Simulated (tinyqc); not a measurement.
Inside a calculation. Model: signal and retention of a DRAM cell.

tinyqc, about 0.01 s, one thread, Intel Xeon 2.30GHz (shared host): `OMP_NUM_THREADS=1 python tinyqc.py 2130030 2130031 out.jsonl` Printed values are rounded.

A stored one starts at Vd and leaks: Cs dV/dt = -I(V), I = a sqrt((V + Vb)/(Vd + Vb)) + b, with a = Ig exp[-(Eg1 q/kB)(1/T - 1/T0)] (generation in a depletion layer) and b = Is exp[-(Es q/kB)(1/T - 1/T0)]. The bit line is precharged to Vd/2, and charge sharing gives the signal (V - Vd/2) Cs/(Cs + Cb).

Parameters, values chosen for the exercise: array voltage Vd = 1.4 V; cell capacitance Cs = 8 fF; bit-line capacitance Cb = 71 fF; smallest signal that the sense amplifier resolves dm = 36 mV; built-in plus back-bias voltage of the storage junction Vb = 1.58 V; junction leakage at V = Vd and T0 Ig = 1.7 fA; voltage-independent leakage at T0 Is = 0.17 fA; activation energy of Is Es = 0.25 eV; reference temperature T0 = 358 K; temperature T = 358 K; deviation of ln(retention time) over the cells sg = 0.57; cells Nc = 8.59e9; refresh interval tr = 32 ms; activation energy of Ig Eg1 = 0.6 eV.

Constants: q = 1.602176634e-19 C, kB = 1.380649e-23 J/K. Results are converted to the units shown.

Range of the model: Real arrays also hold a tail of unusually leaky cells and cells whose retention varies in time, which this model lacks.

## Signal and margin

The cell fails below Vc = Vd/2 + dm (Cs + Cb)/Cs.

transfer ratio = 0.101266
signal of a fresh one = 70.8861 mV
Vc = 1.05550 V
charge that may be lost = 2.756 fC
the same in electrons = 17201.6

## Retention time

With s = sqrt((Vc + Vb)/(Vd + Vb)), the time from Vd to Vc is t = [2 Cs (Vd + Vb)/a] [1 - s - (b/a) ln((a + b)/(a s + b))].

a = 1.7 fA
b = 0.17 fA
retention time = 1.51478 s
estimate with the current held at a + b = 1.47380 s

The constant-current estimate is 2.7 % below the true time, since the junction leaks less as V falls.

## Failing cells

This time is the median of a log-normal spread: failing cells = Nc erfc(z/sqrt 2)/2, z = ln(t/tr)/sg. One failure is expected at the interval where that count equals 1.

z = 6.76717
failing cells = 0.0564034
interval for one failure = 40.8696 ms

The weakest cell of the array lies about 6.34 deviations out, a factor of 37.1 below the median; the chosen interval is shorter than that time.
